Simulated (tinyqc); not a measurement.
Worked calculation: Luttinger-Kohn k.p, four valence bands. Computed by tinyqc, a small Python program that keeps every step. Settings: g1 = 7.65, g2 = 2.53, g3 = 3.12. Command: `OMP_NUM_THREADS=1 python tinyqc.py 27397 27398 out.jsonl` (the two numbers bound the seeds that draw the settings). One thread of a shared host (Intel(R) Xeon(R) Processor @ 2.60GHz), about 0.01 s of CPU time with the checks.

## Bloch Hamiltonian at k

Luttinger parameters chosen for this model; energies are counted downward from the top of the valence band:
```
parameter     value  unit
g1         7.650000
g2         2.530000
g3         3.120000
```

k point k (1/angstrom): [-0.041000, 0.024000, -0.039000]

P = c g1 k^2, Q = c g2 (kx^2 + ky^2 - 2 kz^2), R = c sqrt3 [-g2 (kx^2 - ky^2) + 2i g3 kx ky], S = 2 c sqrt3 g3 (kx - i ky) kz, c = hbar^2/2m = 3.809982 eV angstrom^2; rows [P+Q, -S, R, 0], [-S*, P-Q, 0, R], [R*, 0, P-Q, S], [0, R*, S*, P+Q]. The path ends lie at |k| = 0.04 1/angstrom.

H(k) at k (eV), order 3/2, 1/2, -1/2, -3/2:
```
[[0.102548, -0.065844-0.038543i, -0.018449-0.040519i, 0.000000],
 [-0.065844+0.038543i, 0.117682, 0.000000, -0.018449-0.040519i],
 [-0.018449+0.040519i, 0.000000, 0.117682, 0.065844+0.038543i],
 [0.000000, -0.018449+0.040519i, 0.065844-0.038543i, 0.102548]]
```

## Levels at k

Diagonalise the Hermitian matrix.

eigenvalues (eV): [0.021456, 0.021456, 0.198774, 0.198774]

## Bands along a path

The same steps at evenly spaced points between the labelled ones.

Bands along the path (eV):
```
k               band 1    band 2    band 3    band 4
[111]         0.008595  0.008595  0.084673  0.084673
[111]-G 0.25  0.004835  0.004835  0.047629  0.047629
[111]-G 0.50  0.002149  0.002149  0.021168  0.021168
[111]-G 0.75  0.000537  0.000537  0.005292  0.005292
G             0.000000  0.000000  0.000000  0.000000
G-[100] 0.25  0.000987  0.000987  0.004842  0.004842
G-[100] 0.50  0.003947  0.003947  0.019370  0.019370
G-[100] 0.75  0.008881  0.008881  0.043582  0.043582
[100]         0.015789  0.015789  0.077480  0.077480
```

## Hole masses

E = c [g1 k^2 -/+ 2 sqrt(g2^2 k^4 + 3 (g3^2 - g2^2)(kx^2 ky^2 + ky^2 kz^2 + kz^2 kx^2))] with c = hbar^2/2m, and m* = hbar^2 k^2 / (2 E).

Masses (electron masses):
```
direction     heavy     light
[100]      0.386100  0.078678
[110]      0.594148  0.073438
[111]      0.709220  0.071994
```
